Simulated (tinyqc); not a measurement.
Geometry relaxation of a small cluster: one step, computed by the program tinyqc.

E = sum_i {sum_j A exp(-p (r_ij/r0 - 1)) - xi sqrt(rho_i)}, rho_i = sum_j exp(-2 q (r_ij/r0 - 1)); the force on i is -sum_j w_ij (R_i - R_j)/r_ij with w_ij = -(2p/r0) A exp(-p (r_ij/r0 - 1)) + (xi q/r0) exp(-2 q (r_ij/r0 - 1)) (rho_i^(-1/2) + rho_j^(-1/2)).

Question. Energy and forces at the start. Evaluate E and the forces at the starting positions.

Inputs (values chosen for the exercise, for model atoms): length r0 = 2.6 angstrom; repulsion A = 0.18 eV; hopping xi = 2.08 eV; decay p = 10.8; decay q = 3.23.

Potential: Gupta. Method: FIRE.

starting positions (angstrom), rows atom 1, atom 2, atom 3, atom 4, columns x, y, z:
$$\begin{pmatrix}
0.09 & -0.19 & 0.03 \\
2.55 & -0.16 & -0.13 \\
1.36 & 2.38 & 0.01 \\
1.16 & 0.5 & 1.82
\end{pmatrix}$$

Give: distances; energy at the start; forces.

Answer.

distances (angstrom): 1-2 2.465, 1-3 2.867, 1-4 2.197, 2-3 2.808, 2-4 2.484, 3-4 2.617

energy at the start = -12.18 eV

forces (eV/angstrom), rows atom 1, atom 2, atom 3, atom 4, columns x, y, z:
$$\begin{pmatrix}
0.736 & 0.459 & -1.359 \\
-2.146 & 1.417 & 0.923 \\
-0.030 & -3.134 & 0.935 \\
1.441 & 1.257 & -0.499
\end{pmatrix}$$
